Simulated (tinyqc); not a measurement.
Inside a calculation. Model: free and trapped electrons in a MOS channel with a dense trap tail.

Computed by the program tinyqc: `OMP_NUM_THREADS=1 python tinyqc.py 2222219 2222220 out.jsonl`, one thread of a shared Intel Xeon 2.30GHz, about 0.02 s for the whole run. Printed values are rounded.

p-type body, charge-sheet picture, full ionisation (an idealisation for deep acceptors), Boltzmann statistics for free electrons. e = Ec - EF at the surface. Acceptor-like traps of density D(E) = D0 + De exp(-E/Ew) at depth E below Ec, from 0 to Eu, hold n_t = integral of D(E)/(1 + exp((e - E)/Vt)). psi = Eg - Vt ln(Nv/Na) - e; N_dep = sqrt(2 eps0 eps_r Na (psi - Vt)/q); n_f = sqrt(N_dep^2 + 2 eps0 eps_r Vt Nc exp(-e/Vt)/q) - N_dep; Vg = Vfb + psi + q (N_dep + n_t + n_f)/Cox, Cox = eps0 eox/tox.

Parameters, values chosen for the exercise; band and dielectric values close to those of 4H silicon carbide:
```
symbol    value         unit                                             meaning
T           300            K                                         temperature
Eg         3.21           eV                                            band gap
eps_r      9.89                                            relative permittivity
Nc      1.67e19        cm^-3              conduction-band density of states at T
Nv      2.46e19        cm^-3                 valence-band density of states at T
eox         3.9                           relative permittivity of the insulator
tox          40           nm                                 insulator thickness
Na       8.7e15        cm^-3                                    acceptor density
Vfb       -2.12            V            flat-band voltage without trapped charge
D0       1.6e11  cm^-2 eV^-1  constant background density of acceptor-like traps
De       5.2e12  cm^-2 eV^-1          density of the tail at the conduction edge
Ew         0.13           eV                            decay energy of the tail
Eu         0.57           eV        depth below Ec down to which the traps reach
mf          110   cm^2/(V s)                          mobility of free electrons
e          0.06           eV                              Ec - EF at the surface
```

Constants: q = 1.602176634e-19 C, kB = 1.380649e-23 J/K, Vt = kB T/q, eps0 = 8.8541878128e-14 F/cm where lengths are in cm. Results are converted to the units shown.

## Trapped charge

Trapezoid rule on 14 equal steps from 0 to Eu, f = 1/(1 + exp((e - E)/Vt)).

```
point     E (eV)  D(E) f (cm^-2 eV^-1)
0              0            4.79219e11
1      0.0407143            1.27448e12
2      0.0814286            2.04627e12
3       0.122143            2.01046e12
4       0.162857            1.61551e12
5       0.203571            1.24143e12
6       0.244286            9.53402e11
7          0.285            7.40503e11
8       0.325714            5.84483e11
9       0.366429            4.70357e11
10      0.407143            3.86908e11
11      0.447857            3.25896e11
12      0.488571            2.81288e11
13      0.529286            2.48676e11
14          0.57            2.24832e11
```

n_t = 5.10219e11 cm^-2

With 1600 steps n_t = 5.121e11 cm^-2; the coarse value is 0.37 % below it.

## Charges and gate voltage

psi, N_dep, n_f and Vg as defined, with the n_t given; free share n_f/(n_f + n_t); apparent mobility mf n_f/(n_f + n_t); gate voltage spent on traps q n_t/Cox.

psi = 2.94455 V
N_dep = 5.26849e11 cm^-2
n_f = 3.33924e11 cm^-2
Vg = 3.36899 V
free share = 39.5578 %
apparent mobility = 43.5135 cm^2/(V s)
gate voltage spent on traps = 0.946921 V
